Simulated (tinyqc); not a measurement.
# ESD clamp with bipolar snapback, compact model and design window: several studies

The drain junction multiplies the current that enters it: Igen = (M - 1)(Ic + I0), M = 1/(1 - (Vj/BV)^n). The generated holes leave through the substrate resistance and the base of the parasitic npn: Igen = Vb/Rb + Ic/be, Ic = Is exp(Vb/Vt). Terminal current I = Ic + I0 + Igen and voltage V = Vj + I Ro, per width. Isothermal, constant gain.

Inputs (values chosen for the exercise); values close to those of grounded-gate n-channel clamps:
- T = 300 K (temperature)
- BV = 6.4 V (junction breakdown voltage)
- n = 4 (exponent of the multiplication)
- be = 10.5 (current gain of the parasitic npn)
- Is = 8.1e-18 A/um (saturation current)
- I0 = 5.5e-11 A/um (junction leakage)
- Rb = 5200 ohm um (substrate resistance)
- Ro = 210 ohm um (drain ballast and contact resistance)
- It2 = 7.7 mA/um (failure current for 100 ns)

Constants: q = 1.602176634e-19 C, kB = 1.380649e-23 J/K, Vt = kB T/q. Results are converted to the units shown.

Each table varies one quantity; the others keep the values above.

## Effect of the drain ballast and contact resistance

For given Vb: Ic, Igen, M = 1 + Igen/(Ic + I0), Vj = BV (1 - 1/M)^(1/n), I and V. Vt1 is the maximum of V along the curve, Vh the following minimum, Vt2 the voltage at I = It2. It1 and Ih are the currents at Vt1 and Vh.

Effect of the drain ballast and contact resistance:
```
Ro (ohm um)	Vt1 (V)	It1 (uA/um)	Vh (V)	Ih (uA/um)	Vt2 (V)	Vt2 - Vt1 (V)
30	6.403	104.2	3.888	6462	3.893	-2.510
52	6.405	107.1	4.009	4754	4.063	-2.343
92	6.410	110.1	4.168	3428	4.371	-2.039
160	6.417	113.0	4.364	2473	4.894	-1.523
280	6.431	116.0	4.612	1756	5.818	-0.6127
490	6.456	119.1	4.918	1230	7.435	0.9796
860	6.500	122.4	5.291	846.5	10.28	3.784
1500	6.580	126.0	5.733	575.3	15.21	8.632
```

As Ro goes from 30 to 1500 ohm um, Vt1 rises from 6.40 to 6.58 V, It1 rises from 104 to 126 uA/um, Vh rises from 3.89 to 5.73 V and Vt2 rises from 3.89 to 15.2 V. Vt2 exceeds Vt1, the condition for all fingers to turn on, in 3 of the 8 rows. Ballast buys uniform turn-on with a higher clamping voltage.

## Effect of the current gain of the parasitic npn

Same model as above.

Effect of the current gain of the parasitic npn:
```
be	Vt1 (V)	It1 (uA/um)	Vh (V)	Ih (uA/um)	Vt2 (V)	Vt2 - Vt1 (V)
1	6.423	114.6	5.791	926.5	7.028	0.6049
1.7	6.423	114.6	5.505	1150	6.656	0.2328
2.9	6.423	114.5	5.188	1403	6.242	-0.1806
4.9	6.423	114.5	4.877	1676	5.831	-0.5924
8.2	6.423	114.5	4.598	1959	5.449	-0.9744
14	6.423	114.5	4.352	2257	5.097	-1.326
24	6.423	114.5	4.155	2543	4.802	-1.621
40	6.423	114.5	4.015	2785	4.582	-1.841
```

What does the comparison show?

As be goes from 1 to 40, Vt1 stays near 6.42 V, It1 stays near 115 uA/um, Vh falls from 5.79 to 4.02 V and Vt2 falls from 7.03 to 4.58 V. Vt2 exceeds Vt1, the condition for all fingers to turn on, in 2 of the 8 rows. A higher gain needs less multiplication to hold, so Vh falls.

## Effect of the exponent of the multiplication

Same model as above.

Effect of the exponent of the multiplication:
```
n	Vt1 (V)	It1 (uA/um)	Vh (V)	Ih (uA/um)	Vt2 (V)	Vt2 - Vt1 (V)
2	6.422	110.8	2.980	2395	3.713	-2.710
2.5	6.422	112.0	3.498	2349	4.237	-2.185
3	6.423	112.9	3.901	2272	4.657	-1.765
3.5	6.423	113.7	4.220	2185	4.999	-1.424
4	6.423	114.5	4.478	2097	5.279	-1.144
4.5	6.423	115.1	4.690	2013	5.514	-0.9095
5	6.423	115.7	4.866	1933	5.712	-0.7113
5.5	6.423	116.2	5.014	1858	5.881	-0.5418
6	6.423	116.7	5.140	1789	6.028	-0.3951
```

As n goes from 2 to 6, Vt1 stays near 6.42 V, It1 rises from 111 to 117 uA/um, Vh rises from 2.98 to 5.14 V and Vt2 rises from 3.71 to 6.03 V. Vt2 exceeds Vt1, the condition for all fingers to turn on, in 0 of the 9 rows.

Computed by the program tinyqc: `OMP_NUM_THREADS=1 python tinyqc.py 2670110 2670111 out.jsonl`, one thread of a shared Intel Xeon 2.30GHz, about 0.01 s for the whole run.
